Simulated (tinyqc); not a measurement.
X-ray photoelectron analysis of a thin oxide on a semiconductor: attenuation lengths, thickness, angle series and band offsets: one step, computed by the program tinyqc. Command: `OMP_NUM_THREADS=1 python tinyqc.py 3114177 3114178 out.jsonl xps walk`. One thread of a shared host (Intel(R) Xeon(R) Processor @ 2.30GHz), about 0.01 s of CPU time with the checks.

The same element is seen in the oxide and in the substrate, at nearly the same kinetic energy; films are flat and uniform, and the work function is ignored.

Problem. Band offsets by core levels. Valence band offset = (E_core - E_v)(substrate) - (E_core - E_v)(oxide) + (core level separation at the interface, oxide less substrate). The separation is made here from the given offset; a uniform field F that raises the binding energy towards the surface shifts the oxide peak by e F <z>, <z> = d/(1 - exp(-x)) - d/x, x = d/(L_o cos theta), being the mean distance from the interface. Conduction band offset = oxide gap - substrate gap - valence band offset.

Inputs (values chosen for the exercise, modelled on SiO2 on 4H-SiC):
```
quantity,value,unit
oxide gap,9.04,eV
substrate gap,3.26,eV
oxide thickness d,1.5,nm
emission angle from the normal,60,degrees
valence band offset used to make the data,3.01,eV
"core level less valence band top, substrate",98.89,eV
"core level less valence band top, thick oxide",98.22,eV
field in the oxide,1.1,MV/cm
```

d/(L_o cos theta) = 0.6379546

Give: separation without field; <z>; separation with field; apparent valence band offset; true conduction band offset; apparent conduction band offset.

Solution.

separation without field = 2.34 eV

<z> = 0.82921 nm

separation with field = 2.4312 eV

apparent valence band offset = 3.1012 eV

true conduction band offset = 2.77 eV

apparent conduction band offset = 2.6788 eV

The field biases both offsets by 0.091 eV, in opposite directions. Caution: beyond about 60 degrees elastic scattering and roughness make a single attenuation length unreliable.
